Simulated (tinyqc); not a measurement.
Chemical-mechanical planarisation: Preston law, pattern density and step-height reduction. Inputs raised by 10 %, one at a time. Computed by tinyqc, a small Python program. Command: `OMP_NUM_THREADS=1 python tinyqc.py 3022169 3022170 out.jsonl cmp sens`. One thread of a shared host (Intel(R) Xeon(R) Processor @ 2.30GHz), about 0.02 s of CPU time with the checks.

A row of 8 cells, repeated periodically, holds raised features that cover a share rho of each cell.

Inputs (values chosen for the exercise, close to those used for copper polishing):

| quantity | value | unit |
|---|---|---|
| Preston coefficient K | 1.8e-13 | 1/Pa |
| pressure P | 26 | kPa |
| platen and carrier speed | 110 | rpm |
| distance between the centres | 15 | cm |
| initial step height h0 | 380 | nm |
| contact height h_c | 100 | nm |
| film above the raised areas z0 | 790 | nm |
| cell size | 1.5 | mm |
| planarisation length | 2.1 | mm |
| polish time t | 21 | s |

local pattern densities, cell by cell: 0.8  0.8  0.25  0.5  0.1  0.9  0.5  0.3

Method:
- With equal rotation speeds the relative speed is uniform, v = omega r_c; Preston rate R0 = K P v.
- The stiff pad averages the density: rho_eff(i) = sum_j w_ij rho_j / sum_j w_ij, w = exp(-2 d^2/L^2), L the planarisation length and d the distance between cell centres, summed over all periodic images of cell j.
- While h > h_c only raised areas polish, at R0/rho_eff, until t_c = rho_eff (h0 - h_c)/R0. After that h = h_c exp(-(t - t_c)/tau), tau = rho_eff h_c/R0; low areas polish at R0 (1 - h/h_c) and raised areas at R0 [1 + (1 - rho_eff) h/(rho_eff h_c)]. Removed from raised areas after t_c: h0 - h_c + R0 (t - t_c) + (1 - rho_eff)(h_c - h); from low areas: R0 (t - t_c) - rho_eff (h_c - h). Film left = z0 less the removal from raised areas.

Runs:

| input moved | from | to | range of film left across the row (nm) | largest remaining step (nm) | thinnest film left (nm) | blanket rate R0 (nm/s) |
|---|---|---|---|---|---|---|
| base run | - | - | 161.2 | 133.6 | 382.4 | 8.086 |
| Preston coefficient K (1/Pa) | 1.8e-13 | 1.98e-13 | 156.8 | 108.9 | 362.2 | 8.895 |
| pressure P (kPa) | 26 | 28.6 | 156.8 | 108.9 | 362.2 | 8.895 |
| initial step height h0 (nm) | 380 | 418 | 181.8 | 171.6 | 361.7 | 8.086 |
| contact height h_c (nm) | 100 | 110 | 159.4 | 133.6 | 384.2 | 8.086 |
| planarisation length (mm) | 2.1 | 2.31 | 147.7 | 127.8 | 390.1 | 8.086 |
| cell size (mm) | 1.5 | 1.65 | 181.3 | 139.1 | 367.9 | 8.086 |
| platen and carrier speed (rpm) | 110 | 121 | 156.8 | 108.9 | 362.2 | 8.895 |

Exponents ln(y'/y) / ln(x'/x):

| input | range of film left across the row | largest remaining step | thinnest film left | blanket rate R0 |
|---|---|---|---|---|
| Preston coefficient K | -0.290 | -2.140 | -0.571 | 1 |
| pressure P | -0.290 | -2.140 | -0.571 | 1 |
| initial step height h0 | 1.267 | 2.627 | -0.583 | 0 |
| contact height h_c | -0.116 | 0.000 | 0.049 | 0 |
| planarisation length | -0.915 | -0.462 | 0.209 | 0 |
| cell size | 1.234 | 0.429 | -0.407 | 0 |
| platen and carrier speed | -0.290 | -2.140 | -0.571 | 1 |

To which inputs is each result most sensitive?

Among the inputs moved here: range of film left across the row answers most in size to initial step height h0 (exponent +1.267), next to cell size (+1.234). Largest remaining step answers most in size to initial step height h0 (exponent +2.627), next to Preston coefficient K (-2.140); its exponent is below 0.0005 for contact height h_c. Thinnest film left answers most in size to initial step height h0 (exponent -0.583), next to Preston coefficient K (-0.571). Blanket rate R0 answers most in size to Preston coefficient K (exponent +1.000), and about equally to pressure P (+1.000), platen and carrier speed (+1.000); its exponent is below 0.0005 for initial step height h0, contact height h_c, planarisation length, cell size. Its exponent +1.000 in pressure P: Preston's law. Its exponent +1.000 in platen and carrier speed: Preston's law.

Extremes, crossings and ranges named in words are read from the listed rows.
